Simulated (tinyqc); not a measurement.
Thermal RC ladder, step response: one step of the calculation.

A ladder of 3 nodes: R_i joins node i to node i + 1, the last R to the ambient; C_i is the heat capacity of node i; theta is the rise above ambient, zero at t = 0. d theta/dt = -A theta + b with b = (Pw/C_1, 0, ...), times in ms.

Question. One time step. Implicit Euler: (1 + dt A) theta(new) = theta + dt b.

Parameters, values chosen for the exercise:

| symbol | value | unit | meaning |
|---|---|---|---|
| C | [0.49, 5.2, 13] | mJ/K | heat capacities of the nodes |
| Pw | 2.7 | W | power at node 1 from t = 0 |
| dt | 0.38 | ms | time step |

A (1/ms):
```
,node 1,node 2,node 3
node 1,9.2764378,-9.2764378,0.0000000
node 2,-0.8741259,1.4397367,-0.5656109
node 3,0.0000000,-0.2262443,0.8672700
```

theta after step 2 (K): node 1 0.77917522, node 2 0.24829274, node 3 0.02192080

Find: theta after step 3.

Answer.

theta after step 3 (K): node 1 0.91777, node 2 0.36309, node 3 0.03997

tinyqc, about 0.01 s, one thread, Intel Xeon 2.30GHz (shared host): `OMP_NUM_THREADS=1 python tinyqc.py 2520013 2520014 out.jsonl`
